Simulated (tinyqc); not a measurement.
Shallow acceptor in the spherical model (Baldereschi-Lipari), strong spin-orbit limit. From one set of inputs to another, one input at a time. Computed by tinyqc, a small Python program. Command: `OMP_NUM_THREADS=1 python tinyqc.py 3014976 3014977 out.jsonl acceptor ladder`. One thread of a shared host (Intel(R) Xeon(R) Processor @ 2.30GHz), about 0.02 s of CPU time with the checks.

The 1S(3/2) state has an s envelope f(r) and a d envelope g(r). In effective units they obey -(f'' + 2f'/r + 2f/r) + mu (g'' + 5g'/r + 3g/r^2) = E f and -(g'' + 2g'/r - 6g/r^2 + 2g/r) + mu (f'' - f'/r) = E g. The cubic term, the split-off band and the central cell are left out.

The inputs printed are set A. Inputs not listed in the table keep their values of set A, so the rows need not describe a real material.

Inputs (values chosen for the exercise, for a model semiconductor):
```
quantity                 value  unit
Luttinger gamma_1         2.65     -
Luttinger gamma_2        0.429     -
Luttinger gamma_3        0.884     -
dielectric constant eps   14.8     -
```

Constants: Ry = 13.605693123 eV; a_0 = 0.529177210903 angstrom.

Method:
- Ry* = Ry/(gamma_1 eps^2), a* = a_0 eps gamma_1, mu = (6 gamma_3 + 4 gamma_2)/(5 gamma_1), delta = (gamma_3 - gamma_2)/gamma_1; spherical masses 1/(gamma_1 (1 - mu)) (heavy) and 1/(gamma_1 (1 + mu)) (light).
- Basis: f_i = exp(-zeta_i r), g_i = r exp(-zeta_i r), weight r^2 dr, s = zeta_i + zeta_j. S_ff = 2/s^3, H_ff = zeta_i zeta_j S_ff - 2/s^2; S_gg = 24/s^5, H_gg = 8/s^3 + 24 zeta_i zeta_j/s^5 - 12/s^4; H(f_i, g_j) = mu (6 zeta_i^2/s^4 + 2 zeta_i/s^3); S_fg = 0. Each function is normalised by sqrt(S_ii).
- Large basis: zeta_i = 0.08 x 1.55^(i-1), i = 1..20 in each channel; overlap eigenvalues below 1e-11 are dropped.
- Binding energies are -E Ry*; the mass that fits is E(1S) eps^2/Ry.

Each row keeps all changes above it:
```
input moved               from    to  1S(3/2) binding energy (meV)  2S(3/2) binding energy (meV)  d weight of 1S(3/2)
set A                        -     -                        31.628                        8.7867              0.12384
Luttinger gamma_1         2.65  7.01                         9.194                        2.3432              0.01707
Luttinger gamma_2        0.429  2.14                        10.335                        2.7603              0.06775
dielectric constant eps   14.8  12.6                        14.259                        3.8083              0.06775
Luttinger gamma_3        0.884  2.91                        25.595                        7.5605              0.25333
```

Where does the difference come from?

1S(3/2) binding energy goes from 31.6 to 25.6, a factor 0.809 in all. The largest single move comes from Luttinger gamma_1 (a factor 0.291), and Luttinger gamma_3 works against it (a factor 1.80). 2S(3/2) binding energy goes from 8.79 to 7.56, a factor 0.860 in all. The largest single move comes from Luttinger gamma_1 (a factor 0.267), and Luttinger gamma_3 works against it (a factor 1.99). d weight of 1S(3/2) goes from 0.124 to 0.253, a factor 2.05 in all. The largest single move comes from Luttinger gamma_1 (a factor 0.138), but it runs against the net change; the largest move in the direction of the net change is Luttinger gamma_2 (a factor 3.97). The single moves hold for this order of the switches; the total does not depend on the order.

Caution (rows set A, Luttinger gamma_2, dielectric constant eps): gamma_3 and gamma_2 differ by more than 0.17 gamma_1: band warping, left out here, adds several per cent to the binding.

Extremes, crossings and ranges named in words are read from the listed rows.
